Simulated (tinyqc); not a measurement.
Heisenberg magnet: exchange from energy differences, ordering vector, linear spin waves and ordering temperature. Inputs raised by 10 %, one at a time. Computed by tinyqc, a small Python program. Command: `OMP_NUM_THREADS=1 python tinyqc.py 3027544 3027545 out.jsonl magnon sens`. One thread of a shared host (Intel(R) Xeon(R) Processor @ 2.30GHz), about 0.4 s of CPU time with the checks.

H = -sum over pairs <ij> J_ij S_i.S_j - K sum_i (S_i^z)^2, each pair once, J > 0 ferromagnetic. First neighbours: 8 at a (0.5, 0.5, 0.5), second: 6 at a (1, 0, 0), with all permutations and signs.

Inputs (values chosen for the exercise, for a model magnet):
```
quantity,value,unit
exchange J1,5.5,meV
exchange J2,1.7,meV
spin S,1.5,-
single-ion anisotropy K,0.093,meV
lattice constant a,3.36,angstrom
mesh divisions n,16,-
temperature T,160,K
```

Lattice: bcc. Order: ferromagnetic.

wave vector q (2 pi/a): [0.074, 0.2, 0.43]

Constants: h x 1 THz = 4.135667696 meV; k_B = 8.617333262e-05 eV/K.

Method:
- J(q) = J1 g1(q) + J2 g2(q), g_s(q) = sum over shell s of cos(q.R).
- g_s(q) = sum over shell s of cos(q.R), z1 = g1(0). E(q) = S [J(0) - J(q)] + (2S - 1) K, J(q) = J1 g1 + J2 g2. The factor 2S - 1 removes the anisotropy for S = 1/2.
- sum R_x^2 over the shells is s1 = 2 a^2 and s2 = 2 a^2. E = gap + D q^2 with D = (S/2)(J1 s1 + J2 s2) and gap = (2S - 1) K.
- Mesh: q = sum_i (m_i + 1/2)/n b_i, m_i = 0..n-1, b = [[0, 1, 1], [1, 0, 1], [1, 1, 0]] in 2 pi/a; <..> is the mean over the mesh.
- n = 1/(exp(E/(k_B T)) - 1); no zero-point loss; thermal loss <n>; moment = S less the losses.

Runs:
```
input moved,from,to,E(q) (meV),stiffness D (meV angstrom^2),gap (meV),thermal loss
base run,-,-,68.632,121.93,0.1860,0.040404
exchange J1 (meV),5.5,6.05,74.098,131.24,0.1860,0.035361
exchange J2 (meV),1.7,1.87,70.010,124.81,0.1860,0.038784
spin S,1.5,1.65,75.504,134.12,0.2139,0.033829
single-ion anisotropy K (meV),0.093,0.1023,68.650,121.93,0.2046,0.040223
lattice constant a (angstrom),3.36,3.696,68.632,147.53,0.1860,0.040404
temperature T (K),160,176,68.632,121.93,0.1860,0.048263
```

Exponents ln(y'/y) / ln(x'/x):
```
input,E(q),stiffness D,gap,thermal loss
exchange J1,0.804,0.772,0.000,-1.399
exchange J2,0.209,0.245,0.000,-0.429
spin S,1.001,1.000,1.466,-1.864
single-ion anisotropy K,0.003,0.000,1.000,-0.047
lattice constant a,0.000,2.000,0.000,0.000
temperature T,0.000,0.000,0.000,1.865
```

To which inputs is each result most sensitive?

Among the inputs moved here: E(q) answers most in size to spin S (exponent +1.001), next to exchange J1 (+0.804); its exponent is below 0.0005 for lattice constant a, temperature T. stiffness D answers most in size to lattice constant a (exponent +2.000), next to spin S (+1.000); its exponent is below 0.0005 for single-ion anisotropy K, temperature T. Its exponent +1.000 in spin S: linear spin waves scale with S. Its exponent +2.000 in lattice constant a: D carries R^2. gap answers most in size to spin S (exponent +1.466), next to single-ion anisotropy K (+1.000); its exponent is below 0.0005 for exchange J1, exchange J2, lattice constant a, temperature T. Its exponent +1.000 in single-ion anisotropy K: the gap of a ferromagnet is proportional to K. thermal loss answers most in size to temperature T (exponent +1.865), and about equally to spin S (-1.864); its exponent is below 0.0005 for lattice constant a.

Caution (all rows): doubling the mesh changes the thermal sum by more than 3 %, so it is not fully converged.
